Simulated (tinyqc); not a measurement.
Parabolic quantum dot in a magnetic field (Fock-Darwin): one step. Energy and length scales. Four cases, with inputs chosen for the exercise.

Problem. Give hbar wc, hbar W, the two mode energies hbar W +/- hbar wc/2, the Zeeman energy |gs| muB B and lam.

Two dimensions, V = m w0^2 r^2/2, one valley. hbar wc = 2 muB B/m, W = sqrt(w0^2 + wc^2/4), E(n, l, s) = (2n + |l| + 1) hbar W - l hbar wc/2 + s gs muB B, n = 0, 1, ..., l = 0, +/-1, ..., s = +/-1/2; length lam = sqrt(2c/(m hbar W)), c = hbar^2/2m0.

Constants: muB = 5.788381798e-05 eV/T; hbar^2/2m0 = 3.80998211 eV angstrom^2.

Case 1.

Values chosen (near those of a gate-defined dot in InAs; the results hold for these values, not for the real material):
- m = 0.0299 m0 (mass)
- gs = -8.19 (g factor)
- w0 = 3.1 meV (confinement energy hbar w0)
- B = 1.11 T (magnetic field)

Case 2.

Values chosen (near those of a gate-defined dot in GaAs; the results hold for these values, not for the real material):
- m = 0.0681 m0 (mass)
- gs = -0.44 (g factor)
- w0 = 6.1 meV (confinement energy hbar w0)
- B = 1.3 T (magnetic field)

Case 3.

Values chosen (near those of a gate-defined dot in Si; the results hold for these values, not for the real material):
- m = 0.1863 m0 (mass)
- gs = 2.1 (g factor)
- w0 = 1.7 meV (confinement energy hbar w0)
- B = 3.82 T (magnetic field)

Case 4.

Values chosen (near those of a gate-defined dot in Si; the results hold for these values, not for the real material):
- m = 0.1848 m0 (mass)
- gs = 2.1 (g factor)
- w0 = 7.8 meV (confinement energy hbar w0)
- B = 9.96 T (magnetic field)

Give: hbar wc; hbar W; modes; Zeeman energy; lam.

Solution.

Case 1.

hbar wc = 4.2977 meV
hbar W = 3.7720 meV

modes (meV): 5.9208  1.6231

Zeeman energy = 0.5262 meV
lam = 259.9 angstrom

The product of the modes is w0^2 = 9.61 meV^2 at any field. These two lines are all that far-infrared light sees, whatever the number of electrons (Kohn theorem).

Case 2.

hbar wc = 2.2100 meV
hbar W = 6.1993 meV

modes (meV): 7.3042  5.0943

Zeeman energy = 0.0331 meV
lam = 134.3 angstrom

The product of the modes is w0^2 = 37.21 meV^2 at any field. These two lines are all that far-infrared light sees, whatever the number of electrons (Kohn theorem).

Case 3.

hbar wc = 2.3738 meV
hbar W = 2.0733 meV

modes (meV): 3.2602  0.8864

Zeeman energy = 0.4643 meV
lam = 140.5 angstrom

The product of the modes is w0^2 = 2.89 meV^2 at any field. These two lines are all that far-infrared light sees, whatever the number of electrons (Kohn theorem).

Case 4.

hbar wc = 6.2394 meV
hbar W = 8.4008 meV

modes (meV): 11.5205  5.2810

Zeeman energy = 1.2107 meV
lam = 70.1 angstrom

The product of the modes is w0^2 = 60.84 meV^2 at any field. These two lines are all that far-infrared light sees, whatever the number of electrons (Kohn theorem).

Computed by tinyqc, one run a case: `OMP_NUM_THREADS=1 python tinyqc.py N N+1 out.jsonl` with N = 1252044, 1252201, 1252498, 1252519; one thread of a shared Intel(R) Xeon(R) Processor @ 2.30GHz, about 0.09 s a run at most.
